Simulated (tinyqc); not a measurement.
Worked calculation: CIS and TDHF on RHF in the 6-31g basis, for H3+, spin multiplicity 1. One step of it, computed by the program tinyqc.

Problem. TDHF (RPA) triplet states. B(ia,jb) = - (ib|ja); the squared energies are the eigenvalues of (A - B)(A + B); 1 hartree = 27.211386 eV.

CIS matrix A, triplet (hartree):
```
          1>2       1>3        1>4        1>5       1>6
1>2  0.393570  0.000000   0.000008   0.136877  0.000000
1>3  0.000000  0.393606   0.000000   0.000000  0.136879
1>4  0.000008  0.000000   1.105711  -0.000007  0.000000
1>5  0.136877  0.000000  -0.000007   1.249234  0.000000
1>6  0.000000  0.136879   0.000000   0.000000  1.249261
```

Two-electron integrals over orbitals (pq|rs), unique and non-zero (hartree):
```
(11|11) 0.580858    (21|11) -0.000009   (21|21) 0.100654    (22|11) 0.453133
(22|21) 0.048958    (22|22) 0.433019    (31|31) 0.100648    (32|31) -0.048953
(32|32) 0.037877    (33|11) 0.453128    (33|21) -0.048958   (33|22) 0.357249
(33|33) 0.433005    (41|11) 0.116370    (41|21) -0.000005   (41|22) 0.061283
(41|33) 0.061281    (41|41) 0.063678    (42|11) -0.000008   (42|21) 0.004380
(42|22) 0.001786    (42|33) -0.001792   (42|41) -0.000006   (42|42) 0.032227
(43|31) 0.004375    (43|32) -0.001788   (43|43) 0.032230    (44|11) 0.448360
(44|21) -0.000013   (44|22) 0.377263    (44|33) 0.377268    (44|41) 0.066633
(44|42) -3.59e-06   (44|44) 0.381648    (51|11) 1.96e-06    (51|21) -0.070468
(51|22) -0.036538   (51|33) 0.036531    (51|41) 3.51e-06    (51|42) -0.034035
(51|44) 0.000006    (51|51) 0.082046    (52|11) -0.136877   (52|21) -0.036580
(52|22) -0.094085   (52|33) -0.064234   (52|41) -0.063224   (52|42) -0.016813
(52|44) -0.081730   (52|51) 0.040894    (52|52) 0.096485    (53|31) 0.036574
(53|32) -0.014918   (53|43) 0.016811    (53|53) 0.025616    (54|11) 0.000007
(54|21) -0.091778   (54|22) -0.046171   (54|33) 0.046169    (54|41) 0.000005
(54|42) -0.009468   (54|44) 0.000012    (54|51) 0.073653    (54|52) 0.038139
(54|54) 0.098580    (55|11) 0.514763    (55|21) 0.070870    (55|22) 0.460237
(55|33) 0.376895    (55|41) 0.106934    (55|42) 0.019605    (55|44) 0.417655
(55|51) -0.069064   (55|52) -0.154923   (55|54) -0.076346   (55|55) 0.555120
(61|31) -0.070469   (61|32) 0.036536    (61|43) -0.034035   (61|53) -0.040886
(61|61) 0.082054    (62|31) 0.036582    (62|32) -0.014923   (62|43) 0.016813
(62|53) 0.024081    (62|61) -0.040893   (62|62) 0.025623    (63|11) -0.136879
(63|21) 0.036583    (63|22) -0.064237   (63|33) -0.094077   (63|41) -0.063228
(63|42) 0.016817    (63|44) -0.081736   (63|51) -0.040888   (63|52) 0.046775
(63|54) -0.038139   (63|55) -0.089610   (63|63) 0.096480    (64|31) -0.091779
(64|32) 0.046170    (64|43) -0.009467   (64|53) -0.038136   (64|61) 0.073662
(64|62) -0.038143   (64|64) 0.098591    (65|31) -0.070854   (65|32) 0.041655
(65|43) -0.019606   (65|53) -0.032642   (65|61) 0.069052    (65|62) -0.032649
(65|64) 0.076335    (65|65) 0.068324    (66|11) 0.514784    (66|21) -0.070870
(66|22) 0.376912    (66|33) 0.460230    (66|41) 0.106947    (66|42) -0.019615
(66|44) 0.417679    (66|51) 0.069054    (66|52) -0.089619   (66|54) 0.076342
(66|55) 0.418432    (66|63) -0.154923   (66|66) 0.555132
```

Give: TDHF matrix B, triplet; squared energies w^2; TDHF energies from the positive w^2.

Solution.

TDHF matrix B, triplet (hartree):
```
         1>2      1>3      1>4      1>5      1>6
1>2  -0.1007   0.0000   0.0000   0.0705   0.0000
1>3   0.0000  -0.1006   0.0000   0.0000   0.0705
1>4   0.0000   0.0000  -0.0637   0.0000   0.0000
1>5   0.0705   0.0000   0.0000  -0.0820   0.0000
1>6   0.0000   0.0705   0.0000   0.0000  -0.0821
```

squared energies w^2 (hartree^2): 0.1218  0.1218  1.2185  1.6044  1.6045

TDHF energies from the positive w^2 (eV): 9.4949  9.4959  30.0380  34.4674  34.4681
